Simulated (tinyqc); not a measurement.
Permittivity and interface capacitance from two thicknesses.

Problem. 1/C = t/(eps0 ek) + 2/ci for planar capacitors that differ only in thickness. Find ek, ci and the EOT of the interfaces, 2 x 3.9 eps0/ci.

Constants: eps0 = 8.8541878128e-14 F/cm where lengths are in cm. Results are converted to the units shown.

C at t = 17 and 50 nm (uF/cm^2): [0.36743899, 0.12498988]

Solution. 1/C is a straight line in t: the slope gives ek and the intercept 2/ci. A single thickness would give only the effective permittivity; when the interfaces are a small part of 1/C, ci needs very accurate data.

ek = 7.06
ci = 1.00e3 uF/cm^2
EOT of the interfaces = 0.00691 nm

Computed by the program tinyqc: `OMP_NUM_THREADS=1 python tinyqc.py 2102053 2102054 out.jsonl`, one thread of a shared Intel Xeon 2.30GHz, about 0.01 s for the whole run.
